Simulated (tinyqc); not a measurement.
Long-channel MOSFET, surface-potential model: effect of the temperature.

n-channel transistor on a uniformly doped p-type body, gradual-channel approximation, constant mobility, Boltzmann statistics, full ionisation. Potentials are counted from the neutral body; V is the electron quasi-Fermi potential, Vsb at the source and Vsb + Vds at the drain. Charges are magnitudes per area.

Nc and Nv are given at 400 K and scale as (T/400 K)^1.5; Eg, Vfb and mu are held fixed. ni = sqrt(Nc Nv) exp(-Eg/(2 Vt)), Eg in volts; phiF = Vt ln(Na/ni); Cox = eps0 eox/tox; gamma = sqrt(2 q eps0 eps_r Na)/Cox. The surface potential psi at channel potential V solves Vgs + Vsb - Vfb - psi = gamma sqrt(G), G = psi - Vt + Vt exp((psi - 2 phiF - V)/Vt). Charge sheet: Qi = Cox gamma [sqrt(G) - sqrt(psi - Vt)]; I = mu (W/L) [integral of Qi dpsi from psi_0 to psi_L (drift) + Vt (Qi0 - QiL) (diffusion)], with psi_0 at V = Vsb and psi_L at V = Vsb + Vds. VT = Vfb + 2 phiF + gamma sqrt(2 phiF + Vsb), m = 1 + gamma/(2 sqrt(2 phiF + Vsb)). The swing is 20 mV/log10[I(VT - 0.14 V)/I(VT - 0.16 V)] of the charge-sheet current at the given Vds.

Parameters, values chosen for the exercise; material values close to those of silicon:
```
symbol    value        unit                                                         meaning
Eg         1.14          eV                                                        band gap
eps_r      11.7                                  relative permittivity of the semiconductor
Nc      4.31e19       cm^-3  conduction-band density of states at the reference temperature
Nv      4.05e19       cm^-3     valence-band density of states at the reference temperature
Na       1.1e17       cm^-3                                    acceptor density of the body
eox        9.24                                 relative permittivity of the gate insulator
tox          69          nm                                             insulator thickness
Vfb       -0.71           V                                               flat-band voltage
mu          510  cm^2/(V s)                                                channel mobility
W            20          um                                                      gate width
L             2          um                                                     gate length
Vsb           0           V                                        source-body reverse bias
Vgs        1.28           V                                             gate-source voltage
Vds        0.05           V                                            drain-source voltage
```

Constants: q = 1.602176634e-19 C, kB = 1.380649e-23 J/K, Vt = kB T/q, eps0 = 8.8541878128e-14 F/cm where lengths are in cm. Results are converted to the units shown.

The same in every row: gamma (V^0.5) = 1.612.

Effect of the temperature:
```
T (K)	VT (V)	m	swing (mV/decade)	I at Vgs, Vds (uA)
220	1.809	1.827	83.01	1.380e-7
250	1.746	1.843	95.86	4.968e-6
280	1.680	1.859	109.4	8.779e-5
310	1.613	1.878	123.7	9.300e-4
340	1.543	1.897	138.9	0.006714
370	1.472	1.919	155.1	0.03576
400	1.398	1.943	172.6	0.1455
430	1.322	1.969	191.6	0.4532
```

As T goes from 220 to 430 K, VT falls from 1.81 to 1.32 V, the swing rises from 83.0 to 192 mV a decade and the current rises from 1.38e-7 to 0.453 uA. The swing is 4.1 % above m Vt ln 10 in the first row and 14 % above it in the last. The gate voltage is below VT in 8 of the 8 rows. In every row the mobility is held fixed, though a real channel mobility changes with T and would alter the trend of the current.

Numbers from tinyqc (`OMP_NUM_THREADS=1 python tinyqc.py 2360012 2360013 out.jsonl`; about 0.04 s on one thread of a shared Intel Xeon 2.30GHz).
